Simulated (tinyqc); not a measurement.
# Free and trapped electrons in a MOS channel with a dense trap tail: what changes with what

p-type body, charge-sheet picture, full ionisation (an idealisation for deep acceptors), Boltzmann statistics for free electrons. e = Ec - EF at the surface. Acceptor-like traps of density D(E) = D0 + De exp(-E/Ew) at depth E below Ec, from 0 to Eu, hold n_t = integral of D(E)/(1 + exp((e - E)/Vt)). psi = Eg - Vt ln(Nv/Na) - e; N_dep = sqrt(2 eps0 eps_r Na (psi - Vt)/q); n_f = sqrt(N_dep^2 + 2 eps0 eps_r Vt Nc exp(-e/Vt)/q) - N_dep; Vg = Vfb + psi + q (N_dep + n_t + n_f)/Cox, Cox = eps0 eox/tox.

Inputs (values chosen for the exercise); band and dielectric values close to those of 4H silicon carbide:
- T = 475 K (temperature)
- Eg = 3.32 eV (band gap)
- eps_r = 9.78 (relative permittivity)
- Nc = 3.43e19 cm^-3 (conduction-band density of states at T)
- Nv = 5e19 cm^-3 (valence-band density of states at T)
- eox = 3.9 (relative permittivity of the insulator)
- tox = 30 nm (insulator thickness)
- Na = 8.8e15 cm^-3 (acceptor density)
- Vfb = -2.46 V (flat-band voltage without trapped charge)
- D0 = 7.1e10 cm^-2 eV^-1 (constant background density of acceptor-like traps)
- De = 3e12 cm^-2 eV^-1 (density of the tail at the conduction edge)
- Ew = 0.06 eV (decay energy of the tail)
- Eu = 0.74 eV (depth below Ec down to which the traps reach)
- mf = 82 cm^2/(V s) (mobility of free electrons)

Constants: q = 1.602176634e-19 C, kB = 1.380649e-23 J/K, Vt = kB T/q, eps0 = 8.8541878128e-14 F/cm where lengths are in cm. Results are converted to the units shown.

Each table varies one quantity; the others keep the values above.

## Free and trapped charge against gate voltage

Free share n_f/(n_f + n_t); swing ln 10 n_f/(dn_f/dVg); field-effect mobility mf q (dn_f/dVg)/Cox, for a constant mf; oxide field q (N_dep + n_t + n_f)/(eps0 eox).

Result of one run:

| Vg (V) | e (eV) | n_f (cm^-2) | n_t (cm^-2) | free share (%) | swing (mV/decade) | field-effect mobility (cm^2/(V s)) | oxide field (MV/cm) |
|---|---|---|---|---|---|---|---|
| 2.8 | 0.07811 | 1.068e12 | 1.160e11 | 90.20 | 3747 | 74.88 | 0.7907 |

What becomes of these results when the gate voltage Vg is changed from 2.8 to 1.1 V, all else the same?

Result of the changed run:

| Vg (V) | e (eV) | n_f (cm^-2) | n_t (cm^-2) | free share (%) | swing (mV/decade) | field-effect mobility (cm^2/(V s)) | oxide field (MV/cm) |
|---|---|---|---|---|---|---|---|
| 1.1 | 0.2351 | 4.596e10 | 4.372e10 | 51.25 | 285.9 | 42.25 | 0.2763 |

The whole series:

| Vg (V) | e (eV) | n_f (cm^-2) | n_t (cm^-2) | free share (%) | swing (mV/decade) | field-effect mobility (cm^2/(V s)) | oxide field (MV/cm) |
|---|---|---|---|---|---|---|---|
| 0.5 | 0.6606 | 1.602e6 | 6.035e9 | 0.02654 | 116.9 | 0.003601 | 0.2181 |
| 1.1 | 0.2351 | 4.596e10 | 4.372e10 | 51.25 | 285.9 | 42.25 | 0.2763 |
| 1.6 | 0.1478 | 3.073e11 | 7.068e10 | 81.30 | 1193 | 67.72 | 0.4139 |
| 2.2 | 0.1051 | 6.791e11 | 9.537e10 | 87.69 | 2453 | 72.75 | 0.5996 |
| 2.8 | 0.07811 | 1.068e12 | 1.160e11 | 90.20 | 3747 | 74.88 | 0.7907 |
| 3.4 | 0.05803 | 1.465e12 | 1.335e11 | 91.65 | 5052 | 76.22 | 0.9840 |
| 4 | 0.04194 | 1.868e12 | 1.481e11 | 92.65 | 6361 | 77.20 | 1.179 |
| 4.5 | 0.03056 | 2.208e12 | 1.585e11 | 93.30 | 7455 | 77.84 | 1.341 |
| 5.1 | 0.01869 | 2.619e12 | 1.691e11 | 93.94 | 8771 | 78.47 | 1.538 |

n_f reaches 1e11 cm^-2 at Vg = 1.22 V, against 1.15 V without traps. The free share rises from 0.0265 to 93.9 % and the field-effect mobility rises from 0.00360 to 78.5 cm^2/(V s), although mf = 82 is constant: in the last row 95.7 % of Cox dVg goes into free electrons. The swing in the first row is 117 mV a decade (Vt ln 10 = 94.3). For Vg = 2.8, 3.4, 4, 4.5, 5.1 EF lies less than 2 Vt below the band edge, or above it, where degeneracy and confinement, left out, matter.

## Effect of the density of the tail at the conduction edge

VT is the Vg for n_f = 1e11 cm^-2; swing ln 10 n_f/(dn_f/dVg) at n_f = 1e8 cm^-2; the last three columns are for Vg = VT + 2.4 V, with free share n_f/(n_f + n_t) and field-effect mobility mf q (dn_f/dVg)/Cox; there EF is near the band edge, where Boltzmann statistics are rough.

Effect of the density of the tail at the conduction edge:

| De (cm^-2 eV^-1) | e at VT (eV) | VT (V) | q n_t/Cox at VT (V) | swing (mV/decade) | n_f (cm^-2) | free share (%) | field-effect mobility (cm^2/(V s)) |
|---|---|---|---|---|---|---|---|
| 1e12 | 0.2010 | 1.212 | 0.05939 | 117.9 | 1.665e12 | 95.46 | 78.41 |
| 2e12 | 0.2010 | 1.218 | 0.06554 | 118.0 | 1.640e12 | 93.74 | 77.51 |
| 5e12 | 0.2010 | 1.237 | 0.08399 | 118.3 | 1.568e12 | 88.83 | 74.83 |
| 1e13 | 0.2010 | 1.268 | 0.1147 | 118.8 | 1.458e12 | 81.43 | 70.47 |
| 2e13 | 0.2010 | 1.329 | 0.1763 | 119.7 | 1.274e12 | 69.14 | 62.36 |
| 4e13 | 0.2010 | 1.452 | 0.2993 | 121.6 | 1.007e12 | 51.84 | 49.29 |
| 9e13 | 0.2010 | 1.760 | 0.6068 | 126.2 | 6.579e11 | 30.12 | 30.55 |
| 2e14 | 0.2010 | 2.436 | 1.283 | 136.5 | 3.890e11 | 14.44 | 15.61 |

As De goes from 1e12 to 2e14, VT rises from 1.21 to 2.44 V, its part due to traps rises from 0.0594 to 1.28 V, the swing rises from 118 to 136 mV/decade and the field-effect mobility falls from 78.4 to 15.6 cm^2/(V s).

tinyqc, about 0.02 s, one thread, Intel Xeon 2.30GHz (shared host): `OMP_NUM_THREADS=1 python tinyqc.py 2222042 2222043 out.jsonl`
